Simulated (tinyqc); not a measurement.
# Changing the temperature T

Model: square-lattice Ising model by mean field, Bethe lattice, transfer matrix, exact enumeration and Monte Carlo steps. Computed by tinyqc, a small Python program. Command: `OMP_NUM_THREADS=1 python tinyqc.py 3025060 3025061 out.jsonl ising sweep`. One thread of a shared host (Intel(R) Xeon(R) Processor @ 2.30GHz), about 0.01 s of CPU time with the checks.

H = -J sum over nearest pairs s_i s_j, s = +-1, no field, periodic boundaries; energies per site are in J. As a lattice gas or an alloy, s marks which species holds the site.

Inputs (values chosen for the exercise, for a model lattice): coupling J = 44 meV.

Enumerated cell: 3 x 3.

States of the 3 x 3 cell:
```
E (J)  |M|  count
-18      9      2
-10      7     18
-6       3     12
-6       5     36
-2       1     90
-2       3     72
-2       5     36
2        1     72
2        3     72
6        1     90
6        3     12
```

Constants: k_B = 8.617333262e-05 eV/K.

Method:
- K = J/(k_B T). Onsager: k_B T_c/J = 2/ln(1 + sqrt 2); mean field: 4; Bethe lattice with z = 4: 2/ln 2.
- K = J/(k_B T). Mean field: m = tanh(4 K m), u = -2 m^2. Bethe: cavity field h = 3 artanh(tanh K tanh h), m = tanh(4h/3), u = -2 (tanh K + tanh^2 h)/(1 + tanh K tanh^2 h). Exact: m = [1 - sinh(2K)^(-4)]^(1/8) below T_c; u = -coth(2K) [1 + (2/pi)(2 tanh^2(2K) - 1) K1(k)], k = 2 sinh(2K)/cosh^2(2K), K1 the complete elliptic integral of the first kind. The largest root is taken.
- Weights count x exp(-K E); N = 9; u = <E>/N, c = K^2 (<E^2> - <E>^2)/N in k_B, Binder U = 1 - <M^4>/(3 <M^2>^2).

One run for each value:
```
temperature T (K)  heat capacity c, cell  Binder cumulant U  <|m|>, cell  m, exact  u, cell  u, exact
715                              0.15108            0.66406      0.99063   0.99137  -1.9667   -1.9680
817                              0.26465            0.66021      0.97811   0.97962  -1.9256   -1.9282
919                              0.39612            0.65321      0.95693   0.95688  -1.8597   -1.8594
1020                             0.51837            0.64228      0.92640   0.91209  -1.7689   -1.7473
1120                             0.60667            0.62713      0.88774   0.79309  -1.6580   -1.5555
1220                             0.64916            0.60786      0.84329   0.00000  -1.5343   -1.2161
1330                             0.64527            0.58269      0.79163   0.00000  -1.3940   -1.0249
1430                             0.60841            0.55727      0.74537   0.00000  -1.2709   -0.9078
1530                             0.55411            0.53054      0.70191   0.00000  -1.1568   -0.8187
1630                             0.49356            0.50347      0.66235   0.00000  -1.0542   -0.7476
```

What does the table show, and why?

Over the rows, heat capacity c, cell goes from 0.151 through a maximum among these rows, 0.649 at 1220, to 0.494; Binder cumulant U falls from 0.664 to 0.503 (exponent d ln y / d ln x -0.044 between the first rows and -0.83 between the last); <|m|>, cell falls from 0.991 to 0.662 (exponent d ln y / d ln x -0.095 between the first rows and -0.92 between the last). The heat capacity of the cell peaks among these rows at k_B T/J = 2.39, against the exact 2.269 where the infinite lattice diverges logarithmically.

Extremes, crossings and ranges named in words are read from the listed rows.
